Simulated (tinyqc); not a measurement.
Inside a calculation. Method: lattice vibrations of a chain. One step of it, computed by the program tinyqc.

Problem. Frequencies. omega^2 are the eigenvalues; wavenumber = 521.4708 sqrt(eigenvalue) 1/cm.

D(q) (eV/(angstrom^2 u)):
```
[[1.263736, -0.360363, 0.000000, 0.481275+0.156376i],
 [-0.360363, 0.338983, -0.040963, 0.000000],
 [0.000000, -0.040963, 0.067273, -0.040734],
 [0.481275-0.156376i, 0.000000, -0.040734, 0.362649]]
```

Give: eigenvalues; wavenumbers; weights |e|^2 of the mass-weighted modes.

Solution.

eigenvalues: [0.034, 0.061, 0.358, 1.579]

wavenumbers (1/cm): [96.8, 128.7, 312.1, 655.3]

weights |e|^2 of the mass-weighted modes, order atom 1, atom 2, atom 3, atom 4:
```
[[0.168, 0.036, 0.000, 0.795],
 [0.211, 0.110, 0.611, 0.067],
 [0.171, 0.793, 0.036, 0.000],
 [0.450, 0.060, 0.352, 0.138]]
```
